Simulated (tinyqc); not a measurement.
Worked calculation: Hubbard chain of 2 sites. One step of it, computed by the program tinyqc.

Problem. Mean-field iteration 2. H(up) = T + U n(down), H(down) = T + U n(up); fill the lowest levels; n(new) = n + mixing (n(out) - n); E = tr T (rho up + rho down) + U sum n_up n_down of the output.

one-body matrix (hopping and site energies) (eV):
```
,1,2
1,-0.640000,-1.860000
2,-1.860000,0.500000
```

U = 7.200000 eV

electrons, up and down: 1  1

mixing = 1

n(up) after iteration 1: 1 0.646501, 2 0.353499

n(down) after iteration 1: 1 0.646501, 2 0.353499

Give: levels, up; levels, down; energy; n(up) after iteration 2; n(down) after iteration 2.

Solution.

levels, up (eV): 1.6079  5.4521

levels, down (eV): 1.6079  5.4521

energy = 0.3768 eV

n(up) after iteration 2: 1 0.3739, 2 0.6261

n(down) after iteration 2: 1 0.3739, 2 0.6261
